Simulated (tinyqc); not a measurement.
All estimates against temperature: estimate of lattice thermal conductivity from elastic moduli (Slack, Klemens and Cahill formulas). Computed by tinyqc, a small Python program. Command: `OMP_NUM_THREADS=1 python tinyqc.py 3027870 3027871 out.jsonl slack walk`. One thread of a shared host (Intel(R) Xeon(R) Processor @ 2.30GHz), about 0.01 s of CPU time with the checks.

An isotropic solid.

Inputs (values chosen for the exercise, for a model crystal): bulk modulus B = 53.7 GPa; shear modulus G = 36.8 GPa; volume per atom V = 21.2 angstrom^3; mean atomic mass M = 117 u; atoms per primitive cell n = 2; volume expansion coefficient alpha_V = 35.7 ppm/K; temperature T = 300 K; disorder parameter Gamma = 0.0025; grain size d = 2000 nm.

Grueneisen parameter: from thermal expansion.

Constants: u = 1.6605390666e-27 kg; hbar = 1.054571817e-34 J s; k_B = 1.380649e-23 J/K; h = 6.62607015e-34 J s.

Method:
- rho = M/V; vL = sqrt((B + 4G/3)/rho), vT = sqrt(G/rho); v_m = [(vL^-3 + 2 vT^-3)/3]^(-1/3); Poisson ratio sigma = (3B - 2G)/(6B + 2G); Theta = hbar v_m (6 pi^2/V)^(1/3)/k_B.
- gamma = alpha_V B V/(3 k_B), with the classical heat capacity 3 k_B per atom.
- Slack, an estimate for T near or above Theta_a: kappa = A M Theta_a^3 delta n^(1/3)/(gamma^2 T) in W/(m K), with M in u, delta = V^(1/3) in angstrom, Theta_a = Theta n^(-1/3) and A = 2.43e-6/(1 - 0.514/gamma + 0.228/gamma^2).
- High-temperature forms with the classical heat capacity. Klemens: kappa/kappa_0 = arctan(u)/u, u^2 = pi^2 Theta V Gamma kappa_0/(h v_m^2). Grains: 1/kappa_poly = 1/kappa + 1/(C v_m d/3), C = 3 k_B/(n V), the acoustic branches alone.
- Cahill minimum: kappa_min = (pi/6)^(1/3) k_B V^(-2/3) sum over L, T, T of v (T/Theta_i)^2 int_0^(Theta_i/T) x^3 e^x/(e^x - 1)^2 dx, Theta_i = Theta v_i/v_m (64 Gauss-Legendre points).

Grueneisen parameter gamma = 0.981237

Debye temperature Theta = 238.525 K

v_m = 2217.36 m/s

vL = 3348.70 m/s

vT = 2003.89 m/s

acoustic Debye temperature Theta_a = 189.318 K

Kappa (W/(m K)):
```
T (K)  perfect crystal  with point defects  polycrystal  minimum
200             48.997              33.630       32.864  0.49116
300             32.665              24.569       24.158  0.51426
400             24.499              19.461       19.202  0.52287
550             17.817              14.892       14.740  0.52822
750             13.066              11.372       11.283  0.53104
1000             9.799               8.792        8.739  0.53249
1300             7.538               6.917        6.884  0.53325
1700             5.764               5.389        5.369  0.53371
```

The perfect crystal follows 1/T. With point defects the exponent runs from -0.77 to -0.93 (the strong-disorder limit is -1/2), and with grains from -0.76 to -0.93. At the highest T it is still 10.1 times the minimum.

Extremes, crossings and ranges named in words are read from the listed rows.
